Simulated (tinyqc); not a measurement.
Trap density from the leakage.

Question. Trap-assisted leakage is J = q Nt times the integral over x of the rate through one trap. Find Nt, the areal density Nt t and the mean in-plane spacing (Nt t)^(-1/2).

Parameters, values chosen for the exercise:
```
symbol  value  unit    meaning
t         5.7    nm  thickness
```

Constants: q = 1.602176634e-19 C. Results are converted to the units shown.

J = 0.021270565 A/cm^2
integral of the rate over x = 3.1609625e6 nm/s

Solution. J is proportional to Nt.

Nt = 4.20e17 cm^-3
Nt t = 2.39e11 cm^-2
in-plane spacing = 20.4 nm

Program tinyqc, `OMP_NUM_THREADS=1 python tinyqc.py 2370160 2370161 out.jsonl`; Intel Xeon 2.30GHz, shared host, one thread, about 0.05 s.
